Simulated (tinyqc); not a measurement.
Zero-field barrier from two thresholds.

Inverse problem. The photoemission threshold over an interface barrier is Phi = P0 - sqrt(q F/(4 pi eps0 ei)). Find P0 and ei.

Constants: q = 1.602176634e-19 C, eps0 = 8.8541878128e-14 F/cm where lengths are in cm. Results are converted to the units shown.

thresholds at F = 0.5 and 3.7 MV/cm (eV): 2.4360991  2.2229531

Solution. Phi is linear in sqrt(F): the intercept is P0 and the slope gives ei.

P0 = 2.560 eV
ei = 4.690

tinyqc, about 0.01 s, one thread, Intel Xeon 2.30GHz (shared host): `OMP_NUM_THREADS=1 python tinyqc.py 2410138 2410139 out.jsonl`
